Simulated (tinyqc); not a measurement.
# Worked calculation: hot electrons in a saturated n-channel MOSFET, lucky-electron model

tinyqc, about 0.01 s, one thread, Intel Xeon 2.30GHz (shared host): `OMP_NUM_THREADS=1 python tinyqc.py 2550083 2550084 out.jsonl` Printed values are rounded.

Beyond pinch-off the lateral field grows as Esat cosh(y/l) over the velocity-saturated region (pseudo-two-dimensional model). Impact ionisation in this region gives the substrate current, which biases the body forward through Rsub. Currents are per width. Local-field laws: they overstate ionisation when the field peak is narrower than an energy relaxation length.

Values chosen for this exercise; values close to those of silicon n-channel devices:
- L = 0.8 um (channel length)
- tox = 20 nm (oxide thickness)
- xj = 230 nm (junction depth)
- VT = 0.61 V (threshold)
- mu = 440 cm^2/(V s) (effective mobility)
- vs = 8.8e6 cm/s (saturation velocity)
- Ai = 2e6 1/cm (ionisation prefactor)
- Bi = 1.79 MV/cm (ionisation field)
- Rd = 0 ohm um (resistance of the lightly doped drain)
- Rsub = 2000 ohm um (substrate resistance)
- kb = 0.3 (fall of VT per volt of forward body bias)
- lm = 7.7 nm (hot-electron mean free path)
- pb = 3.2 V (oxide barrier)
- Cg = 0.0012 (prefactor of the gate current)
- m = 2.8 (lifetime exponent)
- Hl = 8700 s uA/um (lifetime constant)
- Vd = 4.4 V (drain voltage)
- Vg = 3.3 V (gate voltage)

Constants: eps0 = 8.8541878128e-14 F/cm where lengths are in cm. Results are converted to the units shown.

## Length and field scales

Cox = 3.9 eps0/tox, l = sqrt(3 tox xj), Esat = 2 vs/mu.

Cox = 0.172657 uF/cm^2
l = 117.473 nm
Esat = 0.04 MV/cm
Esat L = 3.2 V

## Iteration 1: body bias from the substrate current

Vb at the start = 0 V

Cox = 3.9 eps0/tox. Overdrive g = Vg - VT + kb Vb; Vdsat = g Esat L/(g + Esat L); Id = Cox vs (g - Vdsat); dV = Vd - Id Rd - Vdsat; Em = sqrt((dV/l)^2 + Esat^2); Isub = Id (Ai/Bi) l Em exp(-Bi/Em). Vb(new) = Rsub Isub.

Vdsat = 1.46146 V
Id = 186.662 uA/um
dV = 2.93854 V
Em = 0.253323 MV/cm
Isub = 0.529772 uA/um
Vb after iteration 1 = 0.00105954 V

## Iteration 2: body bias from the substrate current

As before.

Vdsat = 1.46155 V
Id = 186.696 uA/um
dV = 2.93845 V
Em = 0.253315 MV/cm
Isub = 0.529736 uA/um
Vb after iteration 2 = 0.00105947 V

## Course of the iteration: body bias from the substrate current

Stop when Vb changes by less than 1e-9 V, or after 60 iterations.

Course of the iteration:

| iteration | Vb (V) | \|change\| (V) |
|---|---|---|
| 1 | 0.00105954 | 1.06e-3 |
| 2 | 0.00105947 | 7.29e-8 |
| 3 | 0.00105947 | 5.01e-12 |

Converged in 3 iterations. The change falls from 0.0011 in the first iteration to below the tolerance in the last.

## Gate current, lifetime and channel shortening

Id = 186.696 uA/um
dV = 2.93845 V
Em = 0.253315 MV/cm
Isub = 0.529736 uA/um

Ig = Cg Id exp(-pb/(lm Em)); lifetime tau = (Hl/Id)(Isub/Id)^(-m); length of the saturated region dL = l ln[(dV/l + Em)/Esat]. 1 year = 3.15576e7 s.

Isub/Id = 0.00283743
Ig = 0.0168019 pA/um
tau = 20.0028 years
dL = 297.514 nm

The lifetime exceeds ten years. Integrating Ai exp(-Bi/E) over the cosh profile gives Isub/Id = 0.00256, so the closed form is 11 % above it.
